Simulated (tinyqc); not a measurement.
Surface concentration from sheet resistance and junction depth.

Inverse problem. An n-type layer has N(x) = N0 erfc(x/Ld), erfc(xj/Ld) = Nb/N0, N0 below Ns. Active dopant A = min(N, Ns); n = A - Nb; mobility mu = m1 + (m2 (T/300 K)^(-bt) - m1)/(1 + ((A + Nb)/Nr)^am). 1/Rs = q times the integral of n mu from 0 to xj. Find N0, Ld and the dose down to xj.

Parameters, values chosen for the exercise: temperature T = 300 K; background doping of the opposite type Nb = 9.9e16 cm^-3; mobility limit at high doping m1 = 56.6 cm^2/(V s); mobility limit at low doping, at 300 K m2 = 991 cm^2/(V s); reference doping of the mobility law Nr = 2.05e17 cm^-3; exponent of the mobility law am = 0.692; temperature exponent of m2 bt = 2.5; solubility limit of active dopant Ns = 1.02e20 cm^-3.

Constants: q = 1.602176634e-19 C. Results are converted to the units shown.

Rs = 2436.3536 ohm/square
xj = 74.406034 nm

Answer. For a given shape and background, Rs xj depends on N0 alone and falls as N0 rises (an Irvin curve), so it fixes N0; xj then gives Ld.

N0 = 5.900e18 cm^-3
Ld = 44.00 nm
dose = 1.454e13 cm^-2

Program tinyqc, `OMP_NUM_THREADS=1 python tinyqc.py 2110051 2110052 out.jsonl`; Intel Xeon 2.30GHz, shared host, one thread, about 0.01 s.
